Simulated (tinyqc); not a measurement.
Inside a calculation. Method: empirical pseudopotential in a few plane waves. Computed by tinyqc, a small Python program that keeps every step. Settings: plane-wave index or count = 15. Command: `OMP_NUM_THREADS=1 python tinyqc.py 31311 31312 out.jsonl` (the two numbers bound the seeds that draw the settings). One thread of a shared host (Intel(R) Xeon(R) Processor @ 2.60GHz), about 0.2 s of CPU time with the checks.

## Bloch Hamiltonian at G

Parameters chosen for this model: fcc lattice, atoms at +/- a/8 (1,1,1); form factors in rydberg at |G|^2 in units of (2 pi/a)^2:

| parameter | value | unit |
|---|---|---|
| a | 6.260000 | angstrom |
| VS(3) | -0.251000 | Ry |
| VS(8) | 0.045000 | Ry |
| VS(11) | 0.055000 | Ry |
| VA(3) | 0 | Ry |
| VA(4) | 0 | Ry |
| VA(11) | 0 | Ry |
| hbar^2/2m (2 pi/a)^2 | 3.838257 | eV |

k point G (2 pi / a): 0  0  0

Basis: the 15 shortest G (labels in 2 pi/a), the same at every k. H(G,G') = c |k + G|^2 delta + VS(|G-G'|^2) cos((G-G').tau) + i VA sin((G-G').tau), tau = a/8 (1,1,1); 1 Ry = 13.605693 eV.

H(k) at G (eV):
```
          +0+0+0    -1-1-1    -1-1+1    -1+1-1    -1+1+1    +1-1-1    +1-1+1    +1+1-1
+0+0+0   0.00000   2.41479  -2.41479  -2.41479  -2.41479  -2.41479  -2.41479  -2.41479
-1-1-1   2.41479  11.51477   0.00000   0.00000  -0.61226   0.00000  -0.61226  -0.61226
-1-1+1  -2.41479   0.00000  11.51477   0.61226   0.00000   0.61226   0.00000   0.00000
-1+1-1  -2.41479   0.00000   0.61226  11.51477   0.00000   0.61226   0.00000   0.00000
-1+1+1  -2.41479  -0.61226   0.00000   0.00000  11.51477   0.00000   0.61226   0.61226
+1-1-1  -2.41479   0.00000   0.61226   0.61226   0.00000  11.51477   0.00000   0.00000
+1-1+1  -2.41479  -0.61226   0.00000   0.00000   0.61226   0.00000  11.51477   0.61226
+1+1-1  -2.41479  -0.61226   0.00000   0.00000   0.61226   0.00000   0.61226  11.51477
+1+1+1   2.41479   0.00000  -0.61226  -0.61226   0.00000  -0.61226   0.00000   0.00000
-2+0+0   0.00000  -2.41479  -2.41479  -2.41479   2.41479   0.52914  -0.52914  -0.52914
+0-2+0   0.00000  -2.41479  -2.41479   0.52914  -0.52914  -2.41479   2.41479  -0.52914
+0+0-2   0.00000  -2.41479   0.52914  -2.41479  -0.52914  -2.41479  -0.52914   2.41479
+0+0+2   0.00000  -0.52914   2.41479  -0.52914  -2.41479  -0.52914  -2.41479   0.52914
+0+2+0   0.00000  -0.52914  -0.52914   2.41479  -2.41479  -0.52914   0.52914  -2.41479
+2+0+0   0.00000  -0.52914  -0.52914  -0.52914   0.52914   2.41479  -2.41479  -2.41479

          +1+1+1    -2+0+0    +0-2+0    +0+0-2    +0+0+2    +0+2+0    +2+0+0
+0+0+0   2.41479   0.00000   0.00000   0.00000   0.00000   0.00000   0.00000
-1-1-1   0.00000  -2.41479  -2.41479  -2.41479  -0.52914  -0.52914  -0.52914
-1-1+1  -0.61226  -2.41479  -2.41479   0.52914   2.41479  -0.52914  -0.52914
-1+1-1  -0.61226  -2.41479   0.52914  -2.41479  -0.52914   2.41479  -0.52914
-1+1+1   0.00000   2.41479  -0.52914  -0.52914  -2.41479  -2.41479   0.52914
+1-1-1  -0.61226   0.52914  -2.41479  -2.41479  -0.52914  -0.52914   2.41479
+1-1+1   0.00000  -0.52914   2.41479  -0.52914  -2.41479   0.52914  -2.41479
+1+1-1   0.00000  -0.52914  -0.52914   2.41479   0.52914  -2.41479  -2.41479
+1+1+1  11.51477  -0.52914  -0.52914  -0.52914  -2.41479  -2.41479  -2.41479
-2+0+0  -0.52914  15.35303   0.61226   0.61226  -0.61226  -0.61226   0.00000
+0-2+0  -0.52914   0.61226  15.35303   0.61226  -0.61226   0.00000  -0.61226
+0+0-2  -0.52914   0.61226   0.61226  15.35303   0.00000  -0.61226  -0.61226
+0+0+2  -2.41479  -0.61226  -0.61226   0.00000  15.35303   0.61226   0.61226
+0+2+0  -2.41479  -0.61226   0.00000  -0.61226   0.61226  15.35303   0.61226
+2+0+0  -2.41479   0.00000  -0.61226  -0.61226   0.61226   0.61226  15.35303
```

## Levels at G

Diagonalise the Hermitian matrix.

eigenvalues (eV): -2.87492  6.83344  6.83344  6.83344  8.67607  10.90251  10.90251  10.90251  14.12851  14.12851  16.22645  19.42210  19.42210  19.42210  22.47752

## Bands along a path

The same steps at evenly spaced points between the labelled ones.

Bands along the path (eV), lowest eight:

| k | band 1 | band 2 | band 3 | band 4 | band 5 | band 6 | band 7 | band 8 |
|---|---|---|---|---|---|---|---|---|
| L | -1.03517 | 1.72053 | 6.34662 | 6.34662 | 9.56024 | 11.97568 | 11.97568 | 16.83281 |
| L-G 0.20 | -1.49855 | 2.27787 | 6.31186 | 6.31186 | 9.50765 | 11.82365 | 11.82365 | 15.86480 |
| L-G 0.40 | -2.05074 | 3.30281 | 6.40061 | 6.40061 | 9.58148 | 11.71522 | 11.71522 | 13.99689 |
| L-G 0.60 | -2.49804 | 4.57294 | 6.57257 | 6.57257 | 9.66446 | 11.45463 | 11.45463 | 12.27418 |
| L-G 0.80 | -2.77945 | 5.94006 | 6.75282 | 6.75282 | 9.33750 | 11.07921 | 11.07921 | 11.13603 |
| G | -2.87492 | 6.83344 | 6.83344 | 6.83344 | 8.67607 | 10.90251 | 10.90251 | 10.90251 |
| G-X 0.20 | -2.74728 | 5.85550 | 6.62233 | 6.62233 | 9.66133 | 10.72813 | 11.33087 | 11.33087 |
| G-X 0.40 | -2.36618 | 4.39591 | 6.19640 | 6.19640 | 10.38761 | 10.80177 | 12.40456 | 12.40456 |
| G-X 0.60 | -1.73707 | 2.98826 | 5.82354 | 5.82354 | 10.14421 | 10.75409 | 13.84758 | 13.84758 |
| G-X 0.80 | -0.86930 | 1.70537 | 5.63164 | 5.63164 | 10.14427 | 10.23619 | 15.52955 | 15.52955 |
| X | 0.22386 | 0.58281 | 5.67542 | 5.67542 | 9.88313 | 10.46166 | 17.40733 | 17.40733 |

With 4 band(s) filled, the highest filled level on these points lies at G and the lowest empty one at G: a gap of 1.8426 eV, direct. This holds for the small fixed basis; with all plane waves up to |k + G|^2 = 21 (2 pi/a)^2 the gap along the path is 2.38 eV.

## Convergence with the number of plane waves

Levels at G counted from the fourth one.

Levels (eV):

| plane waves | level 1 | level 5 | level 8 |
|---|---|---|---|
| 9 | -13.77743 | 0.00000 | 2.44902 |
| 15 | -9.70835 | 1.84263 | 4.06907 |
| 27 | -9.03969 | 2.52386 | 3.69413 |
| 51 | -9.09683 | 2.69899 | 3.84831 |
| 59 | -9.16305 | 2.70481 | 3.63701 |
| 65 | -9.17988 | 2.70481 | 3.59935 |
| 89 | -9.13850 | 2.67608 | 3.63395 |
